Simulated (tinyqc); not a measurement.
# Inputs raised by 10 %, one at a time

Model: Born-Mayer model of an ionic crystal AB. Computed by tinyqc, a small Python program. Command: `OMP_NUM_THREADS=1 python tinyqc.py 3016606 3016607 out.jsonl bornmayer sens`. One thread of a shared host (Intel(R) Xeon(R) Processor @ 2.30GHz), about 0.02 s of CPU time with the checks.

Energies are per ion pair and r is the nearest distance of unlike ions.

Inputs (values chosen for the exercise, for a model salt):
```
quantity                        value           unit
ionic charge z                      1              -
unlike repulsion lambda          2350             eV
range rho                        0.31       angstrom
like repulsion lambda2            349             eV
dispersion C between like ions     21  eV angstrom^6
pressure P                         10            GPa
```

Structure: rock salt. Short range: with like-ion terms.

Constants: e^2/(4 pi eps_0) = 14.39964548 eV angstrom; 1 eV/angstrom^3 = 160.2176634 GPa.

Method:
- Madelung constant M, unlike neighbours z1, like neighbours z2 at f r, volume per pair: rock salt 1.747565, 6, 12, sqrt2, 2 r^3; caesium chloride 1.762675, 8, 6, 2/sqrt3, 8 r^3/(3 sqrt3); zinc blende 1.638055, 4, 12, sqrt(8/3), 16 r^3/(3 sqrt3).
- U(r) = -M z^2 e^2/(4 pi eps_0 r) + z1 lambda exp(-r/rho) + z2 [lambda2 exp(-f r/rho) - C/(f r)^6] (one mean like-ion term for both sublattices).
- Newton steps on g(r) = U'(r), from r = 9 rho: r(new) = r - U'(r)/U''(r), with the move limited to 0.3 angstrom. Where U'' is negative, move 0.3 angstrom downhill. Stop when |U'| is below 1e-9.
- B = U''(r0)/(9 c r0), with the volume written as c r^3.
- With the volume written as c r^3, under pressure take the root at the minimum of the enthalpy and solve U'(r) + 3 c r^2 P = 0; H = U + P V; B = (U'' - 2 U'/r)/(9 c r).

Runs; columns: (1) input moved; (2) from; (3) to; (4) equilibrium distance r0 (angstrom); (5) lattice energy U (eV per pair); (6) bulk modulus B (GPa); (7) volume at P (angstrom^3):
```
(1)                                              (2)    (3)     (4)      (5)     (6)     (7)
base run                                           -      -  2.9987  -7.5427  21.572  41.904
unlike repulsion lambda (eV)                    2350   2585  3.0362  -7.4592  20.831  43.292
range rho (angstrom)                            0.31  0.341  3.3447  -6.7669  14.118  54.182
like repulsion lambda2 (eV)                      349  383.9  2.9990  -7.5422  21.575  41.919
dispersion C between like ions (eV angstrom^6)    21   23.1  2.9975  -7.5471  21.619  41.867
ionic charge z                                     1    1.1  2.9250  -9.3277  27.917  40.362
```

Exponents ln(y'/y) / ln(x'/x):
```
input                           equilibrium distance r0  lattice energy U  bulk modulus B  volume at P
unlike repulsion lambda                           0.130            -0.117          -0.367        0.342
range rho                                         1.146            -1.139          -4.448        2.696
like repulsion lambda2                            0.001            -0.001           0.001        0.004
dispersion C between like ions                   -0.004             0.006           0.023       -0.009
ionic charge z                                   -0.261             2.229           2.705       -0.393
```

Among the inputs moved here: equilibrium distance r0 answers most in size to range rho (exponent +1.146), next to ionic charge z (-0.261). Lattice energy U answers most in size to ionic charge z (exponent +2.229), next to range rho (-1.139). Bulk modulus B answers most in size to range rho (exponent -4.448), next to ionic charge z (+2.705). Volume at P answers most in size to range rho (exponent +2.696), next to ionic charge z (-0.393).
